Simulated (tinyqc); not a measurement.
Thin-film optics by transfer matrices, step by step. Values are carried at full precision from step to step, so a last printed digit may differ when a step is redone from the rounded ones.

Indices N = n + i k. Snell: N0 sin(theta) = N_j sin(theta_j), with Im(N_j cos theta_j) >= 0. Admittance y_j = N_j cos theta_j for s and N_j/cos theta_j for p. Phase delta_j = 2 pi N_j cos theta_j d_j/lambda. Layer matrix [[cos delta, -i sin delta/y], [-i y sin delta, cos delta]], multiplied from the top down to M. (B, C) = M (1, y_sub); r = (y0 B - C)/(y0 B + C), R = |r|^2, T = 4 Re y0 Re y_sub/|y0 B + C|^2, absorbed in the films 1 - R - T.

Inputs chosen for the exercise (indices near those of resist, SiO2 on W; shifted at random, so the results belong to these values and not to a real crystal):
- lam = 365 nm (vacuum wavelength)
- n0 = 1 (ambient index)
- n = (1.693, 1.497, 3.421) (n of resist, SiO2, substrate)
- k = (0.026, 0, 2.301) (k in the same order)
- d = (435, 27.3) nm (thicknesses, top first)
- theta = 0 degrees (angle of incidence)
- pol = s (polarisation)

## Angles, admittances and phases

Form cos theta_j, y_j and delta_j.

cos theta_j: ambient 1.0000, film 1 1.0000, film 2 1.0000, substrate 1.0000

y_j: ambient 1.0000, film 1 1.6930+0.0260i, film 2 1.4970, substrate 3.4210+2.3010i

delta_j (rad): film 1 12.6775+0.1947i, film 2 0.7035

## Layer matrices and their product

Form each matrix and multiply from the top down.

matrix of film 1:
```
                1               2
1  1.0127-0.0217i  0.1140-0.0685i
2  0.3326-0.1862i  1.0127-0.0217i
```

matrix of film 2:
```
          1         2
1    0.7626  -0.4321i
2  -0.9684i    0.7626
```

M:
```
                1               2
1  0.7060-0.1269i  0.0775-0.4899i
2  0.2326-1.1228i  0.6918-0.1603i
```

Each matrix has determinant 1, and so has M.

## Reflection and transmission

Close the stack on the substrate.

B, C: 2.0983-1.6244i  2.9681-0.0793i

r = -0.0621-0.3259i
R = 0.1100
T into the substrate = 0.4790
absorbed in the films = 0.4110

The bare substrate would reflect 0.4491.

## Checks

- R against the recursion of Airy sums from the substrate up: both 0.11004.

(tinyqc, `OMP_NUM_THREADS=1 python tinyqc.py 1680903 1680904 out.jsonl`, Intel(R) Xeon(R) Processor @ 2.30GHz, 1 thread, shared host, about 0.01 s.)
